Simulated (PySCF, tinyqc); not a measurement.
Inside a calculation. Method: MP2 on RHF in the sto-6g basis, for H4, spin multiplicity 1. The lowest restricted solution is unstable here: a spin-polarised one lies 0.1208 hartree lower (PySCF). One step of it, computed by the program tinyqc.

Question. Iteration 2 (converged): orbitals. Diagonalise F' = X^T F X, C = X C', fill 2 alpha and 2 beta electrons from the bottom; D = 2 C_occ C_occ^T. Each column has its largest component positive (the first on a tie).

converged F (hartree), order 1H 1s, 2H 1s, 3H 1s, 4H 1s:
$$\begin{pmatrix}
-0.232598 & -0.425732 & -0.262138 & -0.209202 \\
-0.425732 & -0.232598 & -0.209202 & -0.262138 \\
-0.262138 & -0.209202 & -0.232598 & -0.425732 \\
-0.209202 & -0.262138 & -0.425732 & -0.232598
\end{pmatrix}$$

X, order 1H 1s, 2H 1s, 3H 1s, 4H 1s:
$$\begin{pmatrix}
1.116378 & -0.212365 & -0.194813 & 0.007882 \\
-0.212365 & 1.116378 & 0.007882 & -0.194813 \\
-0.194813 & 0.007882 & 1.116378 & -0.212365 \\
0.007882 & -0.194813 & -0.212365 & 1.116378
\end{pmatrix}$$

Give: F' = X^T F X; orbital energies; coefficients C; D after iteration 2.

Answer.

F' = X^T F X (hartree):
$$\begin{pmatrix}
-0.0121 & -0.3896 & -0.1894 & 0.0103 \\
-0.3896 & -0.0121 & 0.0103 & -0.1894 \\
-0.1894 & 0.0103 & -0.0121 & -0.3896 \\
0.0103 & -0.1894 & -0.3896 & -0.0121
\end{pmatrix}$$

orbital energies (hartree): MO1 -0.5809, MO2 -0.2225, MO3 0.1778, MO4 0.5771

coefficients C, order 1H 1s, 2H 1s, 3H 1s, 4H 1s:
$$\begin{pmatrix}
0.3585 & 0.5455 & 0.5630 & 0.7657 \\
0.3585 & 0.5455 & -0.5630 & -0.7657 \\
0.3585 & -0.5455 & 0.5630 & -0.7657 \\
0.3585 & -0.5455 & -0.5630 & 0.7657
\end{pmatrix}$$

D after iteration 2, order 1H 1s, 2H 1s, 3H 1s, 4H 1s:
$$\begin{pmatrix}
0.8522 & 0.8522 & -0.3380 & -0.3380 \\
0.8522 & 0.8522 & -0.3380 & -0.3380 \\
-0.3380 & -0.3380 & 0.8522 & 0.8522 \\
-0.3380 & -0.3380 & 0.8522 & 0.8522
\end{pmatrix}$$
